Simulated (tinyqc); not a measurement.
Changing the edge of the cubic cell L: correction of a charged-defect supercell by a model charge and potential alignment (plane-averaged potentials). Computed by tinyqc, a small Python program. Command: `OMP_NUM_THREADS=1 python tinyqc.py 3112557 3112558 out.jsonl align sweep`. One thread of a shared host (Intel(R) Xeon(R) Processor @ 2.30GHz), about 0.02 s of CPU time with the checks.

The "true" defect charge is (1 - x) q in a Gaussian of width sigma plus x q in one of width sigma_t, so the exact answer is known; the correction sees only a single model Gaussian of width sigma_m. A Gaussian of width s has the transform rho(G) = exp(-G^2 s^2/2), normalised to 1. A uniform background cancels q, so G = 0 is left out. Potentials are those felt by a unit positive charge. E_0 is the formation energy of the isolated defect, E_cell its value in the supercell, E_lat = E_iso - E_per of the model charge, C the true less the model potential far from the defect; the exact correction is E_0 - E_cell, and the error of a scheme is E_cell plus its correction less E_0.

Inputs (values chosen for the exercise, with screening close to that of SiO2): defect charge q = 2 e; dielectric constant eps = 3.91; width sigma of the true defect charge = 1.6 angstrom; width sigma_m of the model charge = 1.1 angstrom; share x of the charge in a wide tail = 0; width sigma_t of the tail = 2.5 angstrom; formation energy of the isolated defect E_0 = 3.9 eV.

Constants: e^2/(4 pi eps_0) = 14.39964548 eV angstrom.

Method:
- Periodic energy E_per = (2 pi q^2/(eps L^3)) (e^2/(4 pi eps_0)) sum_(G != 0) rho(G)^2/G^2, G = (2 pi/L)(n1, n2, n3), |n_i| <= 16. Isolated energy: two Gaussians of charges q_a, q_b and widths a, b interact by q_a q_b (e^2/(4 pi eps_0 eps)) sqrt(2/pi)/sqrt(a^2 + b^2), and the self-energy is half the sum over pairs.
- Supercell value E_cell = E_0 + E_per - E_iso for the true charge.
- E_lat = E_iso - E_per for the model charge; point-charge value alpha q^2 e^2/(4 pi eps_0 eps 2 L) with alpha = 2.837297.
- Plane-averaged potential at distance z from the defect: V(z) = (4 pi q/(eps L^3)) (e^2/(4 pi eps_0 e)) sum_(m != 0) rho(G_m) cos(G_m z)/G_m^2, G_m = 2 pi m/L, |m| <= 40.
- C = difference at z = L/2; E_corr = E_cell + E_lat - q C. For charges that have died out at L/2, C = (2 pi q/(eps L^3)) (e^2/(4 pi eps_0 e)) (<s^2> - sigma_m^2), <s^2> = (1 - x) sigma^2 + x sigma_t^2.

One run for each value; columns: (1) edge of the cubic cell L (angstrom); (2) exact correction (eV); (3) error with the point-charge term alone (meV); (4) alignment C (V); (5) error with alignment (rounded to 1e-4 meV) (meV):
```
(1)     (2)    (3)      (4)     (5)
12.8  1.520  113.0  0.02978  0.0258
14.6  1.355   76.1  0.02007  0.0014
16.4  1.221   53.7  0.01416  0.0001
18.2  1.109   39.3  0.01036  0.0000
20.0  1.015   29.6  0.00781  0.0000
21.9  0.932   22.6  0.00595  0.0000
23.7  0.864   17.8  0.00469  0.0000
```

What does the table show, and why?

Over the rows, exact correction (eV) falls from 1.52 to 0.864 (exponent d ln y / d ln x -0.87 between the first rows and -0.96 between the last); error with the point-charge term alone (meV) falls from 113 to 17.8 (exponent d ln y / d ln x about -3.0 throughout); alignment C (V) falls from 0.0298 to 0.00469 (exponent d ln y / d ln x about -3.0 throughout). At the high end the exponent of exact correction is -0.96, close to -1: the point-charge term. The exponent of error with the point-charge term alone stays at -3: the next term after the point charge. The exponent of alignment C stays at -3: a second moment over the volume.  Left out: 25.5 (the model charge is too narrow for the reciprocal sum).
